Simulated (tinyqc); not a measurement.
Inside a calculation. Model: quarter-wave Bragg mirror and the threshold of a vertical cavity.

Program tinyqc, `OMP_NUM_THREADS=1 python tinyqc.py 2650111 2650112 out.jsonl`; Intel Xeon 2.30GHz, shared host, one thread, about 0.01 s. Printed values are rounded.

N pairs of lossless layers, each a quarter wave thick at lam, in the order nL, nH from the incident medium n0 to the exit medium ns; normal incidence, no dispersion. At wavelength lam + dw each layer has the phase d = (pi/2) lam/(lam + dw) and the matrix [[cos d, i sin d/n], [i n sin d, cos d]].

Values chosen for this exercise; indices close to those of GaAs and AlAs:
```
symbol  value  unit                       meaning
lam       980    nm             design wavelength
nH      3.526                          high index
nL      2.932                           low index
N          13                     number of pairs
n0      3.538        index of the incident medium
ns      3.512            index of the exit medium
dw        -18    nm         detuning of the light
```

## Thicknesses, peak reflectance and stop band

At the design wavelength Y = ns (nL/nH)^(2 N), T0 = 4 n0 Y/(n0 + Y)^2; stop band, to first order in its width, (4 lam/pi) arcsin((nH - nL)/(nH + nL)); layer thicknesses lam/(4 n).

thickness of the high-index layer = 69.4838 nm
thickness of the low-index layer = 83.5607 nm
Y = 0.0290053
T0 = 3.22618 %
stop band = 114.931 nm

Each further pair divides T0 by about (nH/nL)^2 = 1.45.

## Matrix of one pair

The product of the two layer matrices in the order met by the light.

M of one pair:
```
                   1                  2
1  -1.20069+0.00000i   0.00000-0.01835i
2   0.00000-0.18970i  -0.82996+0.00000i
```

## Matrix of the stack

M = (M of one pair)^N.

M:
```
                   1                 2
1  -9.97056+0.00000i  0.00000-0.50143i
2   0.00000-5.18386i  0.16040+0.00000i
```

## Reflection at the detuned wavelength

B = M11 + M12 ns, C = M21 + M22 ns; r = (n0 B - C)/(n0 B + C), T = 4 n0 ns/|n0 B + C|^2, R = |r|^2 = 1 - T.

r = 0.940662-0.279162i
T = 3.72230 %
phase of r against its value at dw = 0 = -0.288493 rad

T is 1.15 times its value at the design wavelength.
